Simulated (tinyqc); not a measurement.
## Delay unit and parasitic delay from two ring oscillators

Inverse problem. A ring of 11 inverters oscillates at 1/(2 x 11 d), with stage delay d = tau (h + p) for fan-out h. Find tau, p and the delay at fan-out 4.

frequencies of 11-stage ring oscillators with fan-out 1 and 5 (GHz): 12.603856  3.9710778

Answer. d is a straight line in h with slope tau and intercept tau p.

tau = 1.96 ps
p = 0.840
delay at fan-out 4 = 9.49 ps

Program tinyqc, `OMP_NUM_THREADS=1 python tinyqc.py 2082074 2082075 out.jsonl`; Intel Xeon 2.30GHz, shared host, one thread, about 0.01 s.
